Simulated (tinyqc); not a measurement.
# Collinear exchange A + BC -> AB + C on a London-Eyring-Polanyi-Sato surface: saddle, string of images and rate, step by step

A worked calculation. Computed by tinyqc, a small Python program that keeps every step. Command: `OMP_NUM_THREADS=1 python tinyqc.py 3111878 3111879 out.jsonl leps walk`. One thread of a shared host (Intel(R) Xeon(R) Processor @ 2.30GHz), about 0.04 s of CPU time with the checks. Intermediate numbers are printed to about 6 digits and carried at full precision; extremes and crossings named in words are read from the listed rows.

x = r(AB), y = r(BC), r(AC) = x + y. V is counted from separated atoms, the barrier from A + BC, that is V + D(BC).

Inputs (values chosen for the exercise, bond data loosely for abstraction of hydrogen from a Si-H bond by a hydrogen atom; the barrier is not fitted):
```
quantity            value           unit
D(AB)                4.74             eV
r0(AB)              0.742       angstrom
beta(AB)             1.94     1/angstrom
D(BC)                4.07             eV
r0(BC)               1.48       angstrom
beta(BC)             1.52     1/angstrom
D(AC)                4.08             eV
r0(AC)               1.48       angstrom
beta(AC)             1.52     1/angstrom
Sato parameter S    0.055              -
mass of A           1.008              u
mass of B           1.008              u
mass of C           28.09              u
temperature T         700              K
step of the string  0.015  angstrom^2/eV
```

Constants: nu for 1 eV/(angstrom^2 u) = 15.6333042 THz; h x 1 THz = 4.135667696 meV; k_B = 1.380649e-23 J/K; u = 1.6605390666e-27 kg; k_B = 8.617333262e-05 eV/K.

## One point of the surface

For each pair, with u = exp(-beta (r - r0)): Q = D [(3 + S) u^2 - (2 + 6 S) u]/(4 (1 + S)), J = D [(1 + 3 S) u^2 - (6 + 2 S) u]/(4 (1 + S)); V = Q1 + Q2 + Q3 - sqrt(((J1 - J2)^2 + (J2 - J3)^2 + (J3 - J1)^2)/2). Take x = r0(AB) + 0.3 and y = r0(BC) + 0.1 angstrom.

Pair terms:
```
pair         u     Q (eV)    J (eV)
AB    0.558780  -0.390971  -3.42627
BC    0.858988   0.243739  -4.23281
AC    0.176252  -0.305289  -1.00618
```

V = -3.36099 eV

## Relaxing the string

String of 9 images between the fixed ends (r0(AB) + 2, r0(BC)) and (r0(AB), r0(BC) + 2), started on the two straight legs through (r0(AB) + 0.3, r0(BC) + 0.3): each iteration moves the inner images by -step x gradient (central differences) and spaces them evenly again along the broken line (coordinates are kept between 0.2 and 8 angstrom); stop when no coordinate changes by more than 1e-5 angstrom, at most 400 iterations.

Course:
```
iteration  highest inner image above A + BC (eV)  largest move (angstrom)
1                                       0.580945              4.62983e-02
2                                       0.577310              3.87568e-02
3                                       0.573869              3.05512e-02
4                                       0.571012              2.24214e-02
5                                       0.569153              1.55402e-02
6                                       0.568238              1.14323e-02
7                                       0.567980              9.53787e-03
...                                          ...                      ...
38                                      0.568465              2.44129e-05
39                                      0.568460              2.06120e-05
40                                      0.568455              1.73994e-05
41                                      0.568451              1.46849e-05
42                                      0.568447              1.23919e-05
43                                      0.568444              1.04556e-05
44                                      0.568441              8.82070e-06
```

Images at the end:
```
image  x (angstrom)  y (angstrom)  V + D(BC) (eV)
0           2.74200       1.48000        0.029228
1           2.29543       1.48271        0.068272
2           1.84893       1.49038        0.166603
3           1.40682       1.54632        0.416693
4           1.01712       1.76443        0.568441
5           0.78522       2.14359       -0.135136
6           0.74880       2.58688       -0.445652
7           0.74399       3.03342       -0.568978
8           0.74200       3.48000       -0.622139
```

last move = 8.82070e-06 angstrom

Converged in 44 iterations.

## Saddle by Newton steps

From the highest inner image, z -> z - H^-1 g with gradient g and Hessian H by central differences, steps capped at 0.15 angstrom, 12 steps.

The first seven points:
```
step        x        y  V + D(BC) (eV)  |g| (eV/angstrom)
0     1.01712  1.76443        0.568441        1.06538e+00
1     1.09881  1.66799        0.631705        1.17053e-01
2     1.10618  1.67652        0.631049        2.33159e-03
3     1.10632  1.67671        0.631049        1.00280e-06
4     1.10632  1.67671        0.631049                  0
5     1.10632  1.67671        0.631049                  0
6     1.10632  1.67671        0.631049                  0
```

saddle (x, y) (angstrom): 1.10632  1.67671

barrier = 0.631049 eV

Hessian (eV/angstrom^2):
```
          x        y
x  -1.90712  8.21302
y   8.21302  4.32979
```

The highest image lies 62.6 meV below the saddle. Stretches at the saddle: AB 0.364, BC 0.197 angstrom, for a reaction energy D(BC) - D(AB) = -0.67 eV: an early barrier for an exothermic step.

## Frequencies at the saddle

Wilson matrix G = [[1/m_A + 1/m_B, -1/m_B], [-1/m_B, 1/m_B + 1/m_C]]; eigenvalues lambda of G H give nu = 15.6333042 THz x sqrt(|lambda|), the negative one being imaginary. Reactant: nu_BC from k = 2 D beta^2 and 1/m_B + 1/m_C. Skew angle: cos = sqrt(m_A m_C/((m_A + m_B)(m_B + m_C))).

imaginary frequency = 69.3645 THz

real frequency at the saddle = 31.4872 THz

nu_BC = 68.7277 THz

skew angle = 45.9926 degrees

## Transition-state rate

One-dimensional rate constant without tunnelling, k = sqrt(k_B T/(2 pi mu)) [sinh(h nu_BC/(2 k_B T))/sinh(h nu_s/(2 k_B T))] exp(-barrier/(k_B T)) with mu = m_A (m_B + m_C)/(m_A + m_B + m_C); Wigner factor 1 + (h nu_i/(k_B T))^2/24; adiabatic barrier = barrier + h (nu_s - nu_BC)/2.

adiabatic barrier = 0.554041 eV

rate constant k = 11.2068 cm/s

Wigner factor = 1.94235

## Rate against temperature

The formulas are those given above.

Rates; the last column is k_B T^2 d ln k/dT:
```
T (K)     k (cm/s)  Wigner factor  activation energy (eV)
300    3.16510e-05        6.13058                0.567815
400    7.88572e-03        3.88595                0.574250
550    7.71872e-01        2.52645                0.585948
750    2.17672e+01        1.82089                0.602851
1000   2.32364e+02        1.46175                0.623095
1400   1.91499e+03        1.23559                0.651620
2000   1.00855e+04        1.11544                0.687944
```

The activation energy goes from 0.568 eV at 300 K, near the adiabatic barrier plus k_B T/2 (0.567), to 0.688 eV at 2000 K; the classical limit is the barrier plus k_B T/2 (0.717).

Checks made by the program: V for A far away against -D(BC) (relative difference below 1e-10).
